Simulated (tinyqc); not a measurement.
Strain, valley repopulation and piezoresistance in a many-valley conduction band: one step, computed by the program tinyqc.

Valleys are ellipsoids with mass m_l along the axis a and m_t across it, parabolic, with one constant relaxation time; strain shifts the valleys and leaves the masses alone. Currents are taken along [100], along the load, and along [010], across the load.

Question. Strain. Compliances S11 = (C11 + C12)/((C11 - C12)(C11 + 2 C12)), S12 = -C12/((C11 - C12)(C11 + 2 C12)), S44 = 1/C44; stress sigma_ij = X n_i n_j for the unit vector n of the load; e_xx = S11 sigma_xx + S12 (sigma_yy + sigma_zz), e_xy = S44 sigma_xy/2 (tensor strain).

Inputs (values chosen for the exercise, modelled on silicon):
```
quantity                     value  unit
C11                            166   GPa
C12                           63.8   GPa
C44                           80.4   GPa
stress X (tension positive)    -77   MPa
```

Valley axes: <100> (6 valleys in 3 pairs). Load: uniaxial [100].

Give: strain tensor.

Answer.

strain tensor (%):
```
           x         y         z
x  -0.058970  0.000000  0.000000
y   0.000000  0.016372  0.000000
z   0.000000  0.000000  0.016372
```
